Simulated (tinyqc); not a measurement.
Chemical vapour deposition: Grove model, boundary layer, depletion and step coverage. Changing the temperature T. Computed by tinyqc, a small Python program. Command: `OMP_NUM_THREADS=1 python tinyqc.py 3011382 3011383 out.jsonl cvd sweep`. One thread of a shared host (Intel(R) Xeon(R) Processor @ 2.30GHz), about 0.03 s of CPU time with the checks.

A precursor diffuses to the surface and reacts there at first order; each molecule that reacts adds one formula unit of film.

Inputs (values chosen for the exercise, close to those used for polysilicon from silane):

| quantity | value | unit |
|---|---|---|
| prefactor k0 of k_s | 1.5e+08 | cm/s |
| activation energy E | 1.53 | eV |
| total pressure p | 140 | torr |
| mole fraction of the precursor Y | 0.019 | - |
| gas diffusivity D0 at 273.15 K and 760 torr | 0.42 | cm^2/s |
| film density N | 5e+22 | formula units/cm^3 |
| precursor mass M | 32 | u |
| trench width w | 0.25 | um |
| aspect ratio of the trench | 110 | - |
| gas velocity U | 15 | cm/s |
| kinematic viscosity nu0 at 273.15 K and 760 torr | 0.55 | cm^2/s |
| susceptor length L | 50 | cm |
| channel height b | 4.1 | cm |

Reactor: horizontal, reduced pressure.

Constants: k_B = 1.380649e-23 J/K; u = 1.6605390666e-27 kg; k_B = 8.617333262e-05 eV/K.

Method:
- k_s = k0 exp(-E/(k_B T)); C_g = Y p/(k_B T), 1 torr = 133.322 Pa; D = D0 (T/273.15)^1.75 (760/p).
- Temperatures in kelvin are T(C) + 273.15.
- Mean speed c = sqrt(8 k_B T/(pi M)); reactive sticking probability beta = 4 k_s/c.
- nu = nu0 (T/273.15)^1.75 (760/p); Re = U L/nu; mean boundary layer delta = (2/3) L/sqrt(Re), at most b/2; h_g = D/delta.
- Fluxes in series: C_s = C_g/(1 + k_s/h_g); growth rate G = k_s h_g/(k_s + h_g) C_g/N; 1 cm/s = 6e8 nm/min.
- Plug flow: U b dC/dx = -k_eff C with k_eff = k_s h_g/(k_s + h_g), so C falls as exp(-k_eff x/(U b)); the used share of the precursor is 1 - C(L)/C(0).
- In a long trench of width w and depth l = aspect ratio x w: Knudsen diffusivity D_K = (2w) c/3 (hydraulic diameter 2w), combined as 1/D_e = 1/D_K + 1/D; D_e d2C/dz2 = 2 k_s C/w with D_e dC/dz = -k_s C at the floor. With m = sqrt(2 k_s/(w D_e)): C(floor)/C(top) = 1/[cosh(m l) + (k_s/(D_e m)) sinh(m l)].

One run for each value:

| temperature T (C) | growth rate G at the inlet (nm/min) | step coverage | rate at the outlet over rate at the inlet | sticking probability beta |
|---|---|---|---|---|
| 530 | 14.4 | 0.98987 | 0.97004 | 2.0638e-06 |
| 560 | 30.5 | 0.97825 | 0.93513 | 4.4917e-06 |
| 590 | 61.2 | 0.95616 | 0.87002 | 9.2555e-06 |
| 620 | 115.9 | 0.91714 | 0.76115 | 1.8157e-05 |
| 650 | 207.5 | 0.85377 | 0.60329 | 3.4075e-05 |
| 680 | 351.2 | 0.76053 | 0.41359 | 6.1431e-05 |
| 710 | 559.8 | 0.63850 | 0.23417 | 1.0679e-04 |
| 740 | 838.6 | 0.49848 | 0.10634 | 1.7957e-04 |
| 770 | 1179.4 | 0.35862 | 0.03897 | 2.9293e-04 |

Over the rows, growth rate G at the inlet (nm/min) rises from 14.4 to 1180; step coverage falls from 0.990 to 0.359; rate at the outlet over rate at the inlet falls from 0.970 to 0.0390. Heating multiplies the growth rate by 82.1 over the range, while step coverage goes from 0.990 to 0.359: a higher sticking probability starves the depth of the trench.

Caution (all rows): the boundary layer is capped at b/2, so U, L and nu no longer affect h_g. Caution (all rows): the hydraulic-diameter form of D_K is rough for a slit.
